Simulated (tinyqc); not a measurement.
# Delta-doped HEMT, charge control, step by step

Program tinyqc, `OMP_NUM_THREADS=1 python tinyqc.py 2180103 2180104 out.jsonl`; Intel Xeon 2.30GHz, shared host, one thread, about 0.01 s. Printed values are rounded.

A two-dimensional electron gas of density ns under a barrier. EF and the subbands are counted from the conduction-band edge of the channel at the interface. Two subbands of a triangular well with an infinite wall, parabolic band, no carriers in the barrier.

Parameters, values chosen for the exercise; material values close to those of InGaP on GaAs:

| symbol | value | unit | meaning |
|---|---|---|---|
| T | 400 | K | temperature |
| d | 31 | nm | barrier thickness from gate to channel |
| ds | 3 | nm | undoped spacer next to the channel |
| me | 0.0653 | m0 | electron mass in the channel |
| ec | 13.2 |  | relative permittivity of the channel |
| ebr | 12 |  | relative permittivity of the barrier |
| phiB | 0.947 | eV | barrier height of the gate |
| dEc | 0.132 | eV | conduction-band offset |
| ND | 4.6e12 | cm^-2 | sheet density of the donor plane at ds from the channel |
| eta | 0.6 |  | share of ns that counts in the confining field |
| Nb | 0 | cm^-2 | depletion charge of the buffer |
| Vg | 0.17 | V | gate voltage |

Constants: q = 1.602176634e-19 C, kB = 1.380649e-23 J/K, hbar = 1.054571817e-34 J s, m0 = 9.1093837015e-31 kg, Vt = kB T/q, eps0 = 8.8541878128e-14 F/cm where lengths are in cm, hbar^2/(2 m0) = 0.0380998212 eV nm^2. Results are converted to the units shown.

Range of the model: EF comes within a fifth of the band offset of the barrier edge or exceeds it, so the levels of an infinite wall are unreliable: the wave functions reach well into the barrier. The band minimum in the barrier comes within 3 Vt of EF or below it, so the barrier is not fully depleted.

## Barrier and off voltage

Fully depleted barrier with eb = ebr: Vp = q ND (d - ds)/(eps0 eb); donors per area ND; Voff = phiB - dEc - Vp.

Vp = 1.942210 V
donors per area = 4.6e12 cm^-2
eb = 12
Voff = -1.127210 V

## Starting value

ns = 5.6e11 cm^-2.

ns at the start = 5.6e11 cm^-2

## Iteration 1: new ns

F = q (eta ns + Nb)/(eps0 ec) in eV/nm; E_k = a_k (C F^2/me)^(1/3), a_0 = 2.338107, a_1 = 4.087949, C = hbar^2/(2 m0); D = me m0 q/(pi hbar^2); ns = D Vt [ln(1 + exp((EF - E_0)/Vt)) + ln(1 + exp((EF - E_1)/Vt))], which gives EF = E_0 + Vt ln{2 s/[(1 + u) + sqrt((1 + u)^2 + 4 u s)]} with s = exp(ns/(D Vt)) - 1, u = exp((E_0 - E_1)/Vt). Newton: g = ns + Nb - eps0 eb (Vg - Voff - EF)/(q d), ns(new) = ns - g/(1 + (eps0 eb/(q d)) dEF/dns), the derivative by central differences over +/- 0.01 % of ns.

E_0 = 0.05408611 eV
E_1 = 0.09456420 eV
EF = 0.03350367 eV
dEF/dns = 0.1516536 eV per 1e12 cm^-2
ns after iteration 1 = 2.178337e12 cm^-2

## Iteration 2: new ns

As before.

E_0 = 0.1337757 eV
E_1 = 0.2338935 eV
EF = 0.1982130 eV
dEF/dns = 0.08054343 eV per 1e12 cm^-2
ns after iteration 2 = 2.325631e12 cm^-2

## Course of the iteration

Stop when the step is below 1e-10 of the value, or after 30 iterations.

Course of the iteration:
```
iteration  ns before the step (cm^-2)  step (cm^-2)
1                              5.6e11       1.62e12
2                         2.178337e12       1.47e11
3                         2.325631e12        2.37e8
4                         2.325868e12           563
5                         2.325868e12             0
```

Converged in 5 iterations.

## Fermi level, second subband and capacitance

converged ns = 2.325868e12 cm^-2

F = q (eta ns + Nb)/(eps0 ec) in eV/nm; E_k = a_k (C F^2/me)^(1/3), a_0 = 2.338107, a_1 = 4.087949, C = hbar^2/(2 m0); D = me m0 q/(pi hbar^2); ns = D Vt [ln(1 + exp((EF - E_0)/Vt)) + ln(1 + exp((EF - E_1)/Vt))], which gives EF = E_0 + Vt ln{2 s/[(1 + u) + sqrt((1 + u)^2 + 4 u s)]} with s = exp(ns/(D Vt)) - 1, u = exp((E_0 - E_1)/Vt). Gate capacitance C = q dns/dVg = eps0 eb/(d + dd), dd = (eps0 eb/q) dEF/dns. dEF/dns by central differences over +/- 0.01 % of ns.

EF = 0.2099660 eV
share of the second subband = 12.69449 %
dd = 5.227088 nm
C = 0.2932895 uF/cm^2

The rise of EF with ns acts as 5.23 nm of extra barrier, 16.9 % of d. EF is 1.6 of the band offset dEc.
